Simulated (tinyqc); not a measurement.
## Trap and transport parameters from the curve

Inverse problem. A layer shows an ohmic current q n0 mu V/L, then a square law (9/8) th eps0 eps_r mu V^2/L^3 above Vx = 8 q n0 L^2/(9 th eps0 eps_r), and trap filling at V_TFL = q Nt L^2/(2 eps0 eps_r). th = y/(1 + y), y = (Nc/Nt) exp(-Et/kB T). The square-law current at V is given. Find th, n0, Nt and Et.

Inputs (values chosen for the exercise):
- T = 300 K (temperature)
- eps_r = 13.3 (relative permittivity)
- mu = 3.7 cm^2/(V s) (mobility)
- L = 4400 nm (thickness)
- Nc = 5.2e20 cm^-3 (band density of states)
- V = 6.1 V (voltage)

Constants: q = 1.602176634e-19 C, kB = 1.380649e-23 J/K, Vt = kB T/q, eps0 = 8.8541878128e-14 F/cm where lengths are in cm. Results are converted to the units shown.

Mott-Gurney J = 2.1169445 A/cm^2
Vx = 0.22023817 V
V_TFL = 15.803986 V

Answer. The square law gives th, Vx gives n0, V_TFL gives Nt, and th with Nt gives Et.

th = 0.9887
n0 = 9.300e12 cm^-3
Nt = 1.200e15 cm^-3
Et = 0.2200 eV

Numbers from tinyqc (`OMP_NUM_THREADS=1 python tinyqc.py 2370080 2370081 out.jsonl`; about 0.01 s on one thread of a shared Intel Xeon 2.30GHz).
